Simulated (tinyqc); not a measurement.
One anharmonic mode: perturbation theory, self-consistent phonons and exact levels: one step, computed by the program tinyqc. Command: `OMP_NUM_THREADS=1 python tinyqc.py 3015678 3015679 out.jsonl scp walk`. One thread of a shared host (Intel(R) Xeon(R) Processor @ 2.30GHz), about 0.04 s of CPU time with the checks.

V(x) = k x^2/2 + b x^4 for one coordinate x of mass M. A constant K > 0 gives hbar Omega = sqrt((hbar^2/u) K/M) with K in eV/angstrom^2 and M in u.

Problem. Levels in the small basis. Diagonalise H.

Shape: double well.

H (meV), lower triangle (symmetric):
```
,1,2,3,4,5
1,5.6567
2,0.0000,28.2833
3,6.1494,0.0000,73.5365
4,0.0000,29.1256,0.0000,141.4163
5,9.2373,0.0000,67.3168,0.0000,231.9227
```

Give: levels.

Solution.

levels (meV): [5.04, 21.23, 48.94, 148.47, 257.13]
